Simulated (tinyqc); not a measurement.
Inside a calculation. Model: biaxially strained (001) channel, valley splitting in an inversion layer.

Numbers from tinyqc (`OMP_NUM_THREADS=1 python tinyqc.py 2530154 2530155 out.jsonl`; about 0.01 s on one thread of a shared Intel Xeon 2.30GHz). Printed values are rounded.

A thin layer grown on a relaxed buffer is stretched in the plane. The two valleys with their long axis along the growth direction (D2) sink against the four in-plane ones (D4); confinement in a triangular well splits them too. Only the lowest subband of each set is kept; one relaxation time, so the weakening of intervalley scattering is left out.

Values chosen for this exercise; values close to those of silicon on relaxed silicon-germanium: temperature T = 400 K; germanium share of the relaxed buffer x = 0.28; lattice mismatch per unit x b1 = 0.0418; elastic constant c11 = 162 GPa; elastic constant c12 = 64.8 GPa; shear deformation potential Xu = 8.75 eV; longitudinal mass ml = 0.928 m0; transverse mass mt = 0.195 m0; confining field F = 0.53 MV/cm; inversion density Ns = 1.2e12 cm^-2.

Constants: q = 1.602176634e-19 C, kB = 1.380649e-23 J/K, hbar = 1.054571817e-34 J s, m0 = 9.1093837015e-31 kg, Vt = kB T/q, hbar^2/(2 m0) = 0.0380998212 eV nm^2. Results are converted to the units shown.

## Strain, stress and splitting

e_par = b1 x, e_perp = -2 (c12/c11) e_par, splitting D = Xu (e_par - e_perp), in-plane stress (c11 + c12 - 2 c12^2/c11) e_par.

e_par = 1.17040 %
e_perp = -0.936320 %
D = 184.338 meV
stress = 2.04773 GPa

## Subband edges and densities of states

Levels E(m) = 2.33811 (hbar^2 q^2 F^2/(2 m))^(1/3): E2 = E(ml), E4 = E(mt) + D; N2 = 2 mt kB T/(pi hbar^2), N4 = 4 sqrt(mt ml) kB T/(pi hbar^2).

E2 = 0.113808 eV
E4 = 0.375769 eV
N2 = 5.61558e12 cm^-2
N4 = 2.45009e13 cm^-2

Of the gap E4 - E2 = 262 meV, confinement gives 77.6 meV.

## Iteration 1: Fermi level by Newton steps

EF at the start = 0.114 eV

f = N2 ln(1 + exp((EF - E2)/Vt)) + N4 ln(1 + exp((EF - E4)/Vt)) - Ns, f' = [N2/(1 + exp((E2 - EF)/Vt)) + N4/(1 + exp((E4 - EF)/Vt))]/Vt, EF(new) = EF - f/f'.

f = 2.72039e12 cm^-2
f' = 8.20418e13 cm^-2/eV
EF after iteration 1 = 0.0808414 eV

## Iteration 2: Fermi level by Newton steps

As before.

f = 6.30743e11 cm^-2
f' = 4.53615e13 cm^-2/eV
EF after iteration 2 = 0.0669366 eV

## Course of the iteration: Fermi level by Newton steps

Stop when EF changes by less than 1e-10 eV, or after 40 iterations.

Course of the iteration:
```
iteration    EF (eV)  |change| (eV)
1          0.0808414         0.0332
2          0.0669366         0.0139
3          0.0643507        2.59e-3
4          0.0642699        8.08e-5
5          0.0642698        7.67e-8
6          0.0642698       6.89e-14
```

Converged in 6 iterations. At the end the number of correct digits about doubles with each step.

## Share of the light valleys and conductivity mass

EF = 0.0642698 eV

EF solves Ns = N2 ln(1 + exp((EF - E2)/Vt)) + N4 ln(1 + exp((EF - E4)/Vt)); f2 is the share in D2, and 1/mc = f2/mt + (1 - f2)(1/mt + 1/ml)/2.

f2 = 0.997572
mc = 0.195187 m0

Without strain f2 would be 0.671 and mc 0.224 m0, so repopulation alone gains 15 % in mobility.
